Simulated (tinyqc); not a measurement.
Surface photovoltage measurement of the minority-carrier diffusion length in a wafer: one step, computed by the program tinyqc.

Low injection, steady light, a depletion layer much thinner than 1/alpha and L. The excess density dn is taken at the front edge of the neutral region; light that reaches the back is lost.

Task: One wavelength. alpha = (84.732/lambda - 76.417)^2 per cm with lambda in micrometre (an empirical fit for silicon between 0.7 and 1.05 micrometre). Thick wafer: dn = Phi L/((S_f + D/L)(L + 1/alpha)). Finite wafer, with s = S_b L/D, w = W/L, a = alpha L: dn = [Phi a/(a^2 - 1)] [a - B - exp(-alpha W)(a - s)/(cosh w + s sinh w)]/(S_f + B D/L), B = (sinh w + s cosh w)/(cosh w + s sinh w). Photovoltage V = (k_B T/e) ln(1 + dn/n_0). Lifetime = L^2/D.

Inputs (values chosen for the exercise, modelled on p-type silicon at room temperature):

| quantity | value | unit |
|---|---|---|
| diffusion length L | 520 | micrometre |
| wafer thickness W | 525 | micrometre |
| diffusivity D | 28.2 | cm^2/s |
| front recombination velocity S_f | 6300 | cm/s |
| back recombination velocity S_b | 830000 | cm/s |
| photon flux entering | 3.8e+11 | 1/(cm^2 s) |
| minority density at the surface barrier scale n_0 | 2.6e+09 | 1/cm^3 |
| temperature T | 298 | K |
| wavelength | 982 | nm |

Constants: k_B = 8.617333262e-05 eV/K.

Give: alpha; penetration depth 1/alpha; dn, thick wafer; B; dn, finite wafer; photovoltage V; lifetime.

Result:

alpha = 97.38 1/cm

penetration depth 1/alpha = 102.7 micrometre

dn, thick wafer = 4.638e+07 1/cm^3

B = 1.306

dn, finite wafer = 4.193e+07 1/cm^3

photovoltage V = 0.4108 mV

lifetime = 95.89 microsecond
